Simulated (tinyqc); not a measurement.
From one set of inputs to another, one input at a time: concentration-dependent dopant diffusion with charged defects and the built-in field. Computed by tinyqc, a small Python program. Command: `OMP_NUM_THREADS=1 python tinyqc.py 3004644 3004645 out.jsonl extrinsic ladder`. One thread of a shared host (Intel(R) Xeon(R) Processor @ 2.30GHz), about 0.4 s of CPU time with the checks.

A constant source C_s feeds a half space. The dopant moves through neutral point defects and through charged ones, whose number grows with the majority carrier density n.

The inputs printed are set A. Set A is modelled on boron in silicon; the values taken over come from a set modelled on arsenic in silicon. Inputs not listed in the table keep their values of set A, so the rows need not describe a real material.

Inputs (values chosen for the exercise, modelled on boron in silicon):

| quantity | value | unit |
|---|---|---|
| neutral prefactor D0x | 0.0524 | cm^2/s |
| neutral activation energy E0 | 3.51 | eV |
| singly charged prefactor D01 | 0.872 | cm^2/s |
| activation energy E1 | 3.51 | eV |
| surface concentration C_s | 3.2e+18 | 1/cm^3 |
| junction level C_B | 1.3e+15 | 1/cm^3 |
| temperature T | 1150 | C |
| time t | 120 | s |

Field enhancement: on.

Constants: k_B = 8.617333262e-05 eV/K.

Method:
- n_i = 3.87e16 T^1.5 exp(-7014/T) per cm^3 (T in kelvin, an empirical form); each D = prefactor x exp(-E/(k_B T)); the intrinsic diffusivity D_i is their sum.
- Temperatures in kelvin are T(C) + 273.15.
- n = C/2 + sqrt(C^2/4 + n_i^2); D(C) = h [Dx + D1 (n/n_i)], h = 1 + C/sqrt(C^2 + 4 n_i^2).
- With y = x/sqrt(D_s t), u = C/C_s and q = -(D/D_s) du/dy: du/dy = -q D_s/D, dq/dy = -(y/2) q D_s/D, u(0) = 1. The surface flux q(0) is shot so that u tends to 0 (LSODA, an adaptive multistep solver, relative tolerance 1e-10). Dose Q = 2 q(0) C_s sqrt(D_s t).
- The junction lies where C = C_B.

Each row keeps all changes above it:

| input moved | from | to | junction depth x_j (nm) | dose Q (1/cm^2) | enhancement D_s/D_i |
|---|---|---|---|---|---|
| set A | - | - | 325.22 | 2.4740e+13 | 1.2227 |
| temperature T (C) | 1150 | 875 | 11.07 | 9.8912e+11 | 2.2232 |
| junction level C_B (1/cm^3) | 1.3e+15 | 4e+15 | 10.21 | 9.8912e+11 | 2.2232 |
| singly charged prefactor D01 (cm^2/s) and activation energy E1 (eV) | 0.872, 3.51 | 26.4, 4.14 | 3.26 | 2.9997e+11 | 1.8206 |
| time t (s) | 120 | 140 | 3.52 | 3.2400e+11 | 1.8206 |
| neutral prefactor D0x (cm^2/s) and neutral activation energy E0 (eV) | 0.0524, 3.51 | 0.0118, 3.43 | 3.04 | 2.8489e+11 | 1.9611 |
| surface concentration C_s (1/cm^3) | 3.2e+18 | 1.7e+19 | 4.10 | 2.6148e+12 | 7.1319 |

Which inputs carry the difference?

Junction depth x_j goes from 325 to 4.10, a factor 0.0126 in all. The largest single move comes from temperature T (a factor 0.0340). Dose Q goes from 2.47e13 to 2.61e12, a factor 0.106 in all. The largest single move comes from temperature T (a factor 0.0400), and surface concentration C_s works against it (a factor 9.18). Enhancement D_s/D_i goes from 1.22 to 7.13, a factor 5.83 in all. The largest single move comes from surface concentration C_s (a factor 3.64), and singly charged prefactor D01 with activation energy E1 works against it (a factor 0.819). The single moves hold for this order of the switches; the total does not depend on the order.

Extremes, crossings and ranges named in words are read from the listed rows.
